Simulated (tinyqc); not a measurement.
Worked calculation: Pariser-Parr-Pople SCF with singles CI, for the molecule C=Cc1cccc[cH+]c1 (SMILES; centres numbered as the heavy atoms are written). One step of it, computed by the program tinyqc.

Task: Iteration 3: Fock matrix. F_rr = H_rr + P_rr gamma_rr / 2 + sum_(s != r) P_ss gamma_rs; F_rs = H_rs - P_rs gamma_rs / 2; E = tr P (H + F) / 2 + core repulsion sum_(r<s) z_r z_s gamma_rs.

P after iteration 2:
```
,1C,2C,3C,4C,5C,6C,7C,8C,9C
1C,0.846815,0.895989,0.151855,-0.206388,-0.113400,0.128430,0.132851,-0.113096,-0.219746
2C,0.895989,1.025392,0.416024,-0.042537,-0.089766,0.044832,0.052602,-0.081106,-0.047547
3C,0.151855,0.416024,0.877898,0.576170,0.142035,-0.201369,-0.203722,0.139182,0.579124
4C,-0.206388,-0.042537,0.576170,0.878178,0.675023,0.141184,-0.247354,-0.205007,0.173147
5C,-0.113400,-0.089766,0.142035,0.675023,0.870056,0.617530,0.141931,-0.211872,-0.199973
6C,0.128430,0.044832,-0.201369,0.141184,0.617530,0.869387,0.663569,0.145505,-0.247215
7C,0.132851,0.052602,-0.203722,-0.247354,0.141931,0.663569,0.874131,0.618685,0.133471
8C,-0.113096,-0.081106,0.139182,-0.205007,-0.211872,0.145505,0.618685,0.868254,0.673084
9C,-0.219746,-0.047547,0.579124,0.173147,-0.199973,-0.247215,0.133471,0.673084,0.889888
```

core matrix H (eV):
```
,1C,2C,3C,4C,5C,6C,7C,8C,9C
1C,-36.205831,-2.390000,0.000000,0.000000,0.000000,0.000000,0.000000,0.000000,0.000000
2C,-2.390000,-40.406942,-2.390000,0.000000,0.000000,0.000000,0.000000,0.000000,0.000000
3C,0.000000,-2.390000,-45.105433,-2.390000,0.000000,0.000000,0.000000,0.000000,-2.390000
4C,0.000000,0.000000,-2.390000,-42.718231,-2.390000,0.000000,0.000000,0.000000,0.000000
5C,0.000000,0.000000,0.000000,-2.390000,-41.069340,-2.390000,0.000000,0.000000,0.000000
6C,0.000000,0.000000,0.000000,0.000000,-2.390000,-40.476501,-2.390000,0.000000,0.000000
7C,0.000000,0.000000,0.000000,0.000000,0.000000,-2.390000,-40.578435,-2.390000,0.000000
8C,0.000000,0.000000,0.000000,0.000000,0.000000,0.000000,-2.390000,-41.432946,-2.390000
9C,0.000000,0.000000,-2.390000,0.000000,0.000000,0.000000,0.000000,-2.390000,-43.414896
```

repulsion gamma_rs (eV):
```
,1C,2C,3C,4C,5C,6C,7C,8C,9C
1C,11.130000,5.346560,3.872312,2.902886,2.312425,2.116619,2.220082,2.675820,3.599128
2C,5.346560,11.130000,5.344925,3.929680,2.871397,2.476157,2.476112,2.871786,3.930325
3C,3.872312,5.344925,11.130000,5.346587,3.773415,3.243631,3.243520,3.773898,5.347146
4C,2.902886,3.929680,5.346587,11.130000,5.345022,3.772848,3.243332,3.244091,3.773785
5C,2.312425,2.871397,3.773415,5.345022,11.130000,5.346131,3.773113,3.244052,3.243786
6C,2.116619,2.476157,3.243631,3.772848,5.346131,11.130000,5.344925,3.772987,3.243204
7C,2.220082,2.476112,3.243520,3.243332,3.773113,5.344925,11.130000,5.345070,3.772281
8C,2.675820,2.871786,3.773898,3.244091,3.244052,3.772987,5.345070,11.130000,5.345243
9C,3.599128,3.930325,5.347146,3.773785,3.243786,3.243204,3.772281,5.345243,11.130000
```

Centres (angstrom, eV; a flat drawing with bonds scaled to 1.40 angstrom):
```
centre,x,y,core charge z,W,gamma_rr
1C,-3.123000,0.451000,1,11.160000,11.130000
2C,-2.191000,-0.593000,1,11.160000,11.130000
3C,-0.820000,-0.308000,1,11.160000,11.130000
4C,0.031000,-1.419000,1,11.160000,11.130000
5C,1.431000,-1.446000,1,11.160000,11.130000
6C,2.325000,-0.369000,1,11.160000,11.130000
7C,2.040000,1.002000,1,11.160000,11.130000
8C,0.790000,1.633000,1,11.160000,11.130000
9C,-0.483000,1.050000,1,11.160000,11.130000
```

Give: F; pi energy.

Result:

F (eV):
```
,1C,2C,3C,4C,5C,6C,7C,8C,9C
1C,-8.7434,-4.7852,-0.2940,0.2996,0.1311,-0.1359,-0.1475,0.1513,0.3954
2C,-4.7852,-9.2234,-3.5018,0.0836,0.1289,-0.0555,-0.0651,0.1165,0.0934
3C,-0.2940,-3.5018,-9.7915,-3.9303,-0.2680,0.3266,0.3304,-0.2626,-3.9383
4C,0.2996,0.0836,-3.9303,-9.7092,-4.1940,-0.2663,0.4011,0.3325,-0.3267
5C,0.1311,0.1289,-0.2680,-4.1940,-9.6691,-4.0407,-0.2678,0.3437,0.3243
6C,-0.1359,-0.0555,0.3266,-0.2663,-4.0407,-9.6605,-4.1634,-0.2745,0.4009
7C,-0.1475,-0.0651,0.3304,0.4011,-0.2678,-4.1634,-9.6718,-4.0435,-0.2517
8C,0.1513,0.1165,-0.2626,0.3325,0.3437,-0.2745,-4.0435,-9.6968,-4.1889
9C,0.3954,0.0934,-3.9383,-0.3267,0.3243,0.4009,-0.2517,-4.1889,-9.7961
```

pi energy = -106.2863 eV
